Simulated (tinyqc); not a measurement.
From results back to parameters: alloy A(1-x)B(x) by interpolation with bowing. Three cases, with inputs chosen for the exercise.

Problem. An unstrained alloy A(1-x)B(x) follows Vegard, a(x) = (1 - x) a_A + x a_B, and E(x) = (1 - x) E_A + x E_B - C x (1 - x) at Gamma. Its lattice constant and gap are given.

Case 1.

Values chosen (out of a larger set: A near GaP, B near InP; not measured data): a = (5.448, 5.867) angstrom (lattice constant of A, B); Eg = (2.923, 1.43) eV (gap at Gamma to the s-like level of A, B).

a(x) = 5.556940 angstrom
gap at Gamma = 2.393214 eV

Case 2.

Values chosen (out of a larger set: A near Ge, B near Si; not measured data): a = (5.663, 5.428) angstrom (lattice constant of A, B); Eg = (0.891, 4.216) eV (gap at Gamma to the s-like level of A, B).

a(x) = 5.529050 angstrom
gap at Gamma = 2.743603 eV

Case 3.

Values chosen (out of a larger set: A near GaAs, B near GaSb; not measured data): a = (5.649, 6.096) angstrom (lattice constant of A, B); Eg = (1.504, 0.816) eV (gap at Gamma to the s-like level of A, B).

a(x) = 5.800980 angstrom
gap at Gamma = 0.919343 eV

Find: x; linear part of the gap; C.

Solution. x = (a - a_A)/(a_B - a_A); the bowing is the shortfall against the linear part divided by x (1 - x).

Case 1.

x = 0.260
linear part of the gap = 2.5348 eV
C = 0.736 eV

Case 2.

x = 0.570
linear part of the gap = 2.7862 eV
C = 0.174 eV

Case 3.

x = 0.340
linear part of the gap = 1.2701 eV
C = 1.563 eV

Computed by tinyqc, one run a case: `OMP_NUM_THREADS=1 python tinyqc.py N N+1 out.jsonl` with N = 1080333, 1080337, 1080345; one thread of a shared Intel(R) Xeon(R) Processor @ 2.30GHz, about 0.01 s a run at most.
